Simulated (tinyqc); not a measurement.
Inside a calculation. Model: double-gate transistor, scale length and short-channel effects.

Program tinyqc, `OMP_NUM_THREADS=1 python tinyqc.py 2420058 2420059 out.jsonl`; Intel Xeon 2.30GHz, shared host, one thread, about 0.01 s. Printed values are rounded.

A body of thickness ts between two insulators of thickness ti and two tied gates. Below threshold the potential that source and drain add obeys Laplace's equation and vanishes on the gate. Its lowest mode decays along the channel as exp(-k y); k is the smallest positive root of the matching condition at the interface, and the scale length is Lambda = pi/k.

Inputs (values chosen for the exercise); permittivities: semiconductor close to that of silicon, insulator close to that of zirconium oxide: temperature T = 300 K; relative permittivity of the semiconductor eps_r = 11.9; relative permittivity of the insulator ei = 25.5; insulator thickness ti = 5.4 nm; body thickness ts = 6.9 nm; channel length L = 36 nm; potential of the source Vbi = 0.93 V; potential of the barrier top at threshold sT = 0.62 V; long-channel threshold VTL = 0.41 V; long-channel body factor m = 1; drain voltage Vds = 0.6 V.

Constants: q = 1.602176634e-19 C, kB = 1.380649e-23 J/K, Vt = kB T/q. Results are converted to the units shown.

## Scan of the matching condition

| point | k (1/nm) |
|---|---|
| 0 | 0.04 |
| 1 | 0.08 |
| 2 | 0.12 |
| 3 | 0.16 |
| 4 | 0.2 |
| 5 | 0.24 |
| 6 | 0.28 |
| 7 | 0.32 |

f(k) = ei cos(k ti) cos(k ts/2) - eps_r sin(k ti) sin(k ts/2).

| point | f(k) |
|---|---|
| 0 | 24.3198 |
| 1 | 20.9231 |
| 2 | 15.7239 |
| 3 | 9.3549 |
| 4 | 2.5889 |
| 5 | -3.7565 |
| 6 | -8.9202 |
| 7 | -12.2924 |

The first change of sign lies between k = 0.2 and 0.24 1/nm.

## Iteration 1: decay constant by Newton steps

k at the start = 0.24 1/nm

f(k) = ei cos(k ti) cos(k ts/2) - eps_r sin(k ti) sin(k ts/2); f' by a central difference with +/- 1e-5 1/nm; k(new) = k - f/f'.

f = -3.75646
f' = -146.792 nm
k after iteration 1 = 0.214410 1/nm

## Iteration 2: decay constant by Newton steps

As before.

f = 0.212555
f' = -162.124 nm
k after iteration 2 = 0.215721 1/nm

## Course of the iteration: decay constant by Newton steps

Stop when k changes by less than 1e-10 1/nm, or after 30 iterations.

Course of the iteration:

| iteration | k (1/nm) | \|change\| (1/nm) |
|---|---|---|
| 1 | 0.214410 | 0.0256 |
| 2 | 0.215721 | 1.31e-3 |
| 3 | 0.215723 | 2.40e-6 |
| 4 | 0.215723 | 8.27e-12 |

Converged in 4 iterations. At the end the number of correct digits about doubles with each step.

## Scale length against simple estimates

k = 0.215723 1/nm

Lambda = pi/k and l = 1/k. A parabolic potential across the structure gives l(parabolic) = sqrt((eps_r/(2 ei)) ts ti (1 + ei ts/(4 eps_r ti))).

Lambda = 14.5631 nm
l = 4.63557 nm
l(parabolic) = 3.82691 nm

The parabolic estimate is 17 % below l.

## Threshold shift, barrier position and swing

Along the channel psi(y) = s + a exp(y/l) + b exp(-y/l) with psi(0) = Vbi, psi(L) = Vbi + Vds and l = 1/k = Lambda/pi; with A = Vbi - s, B = A + Vds, x = exp(-L/l): a = (B - A x) x/(1 - x^2), b = (A - B x)/(1 - x^2). The minimum is s + 2 sqrt(a b), at y = (l/2) ln(b/a). The long-channel potential follows the gate as s = sT + (Vg - VTL)/m, and the threshold VT is the gate voltage at which the minimum equals sT. Swing = m Vt ln 10/g at threshold, g = d(minimum)/ds = 1 - (b x + a)/((1 + x) sqrt(a b)).

s at threshold = 0.597066 V
a = 3.95403e-4 V
b = 0.332538 V
position of the minimum = 15.6094 nm
VT = 0.387066 V
swing = 62.4461 mV/decade

The threshold lies 22.9 mV below the long-channel value, and the barrier top sits at 0.43 L from the source.
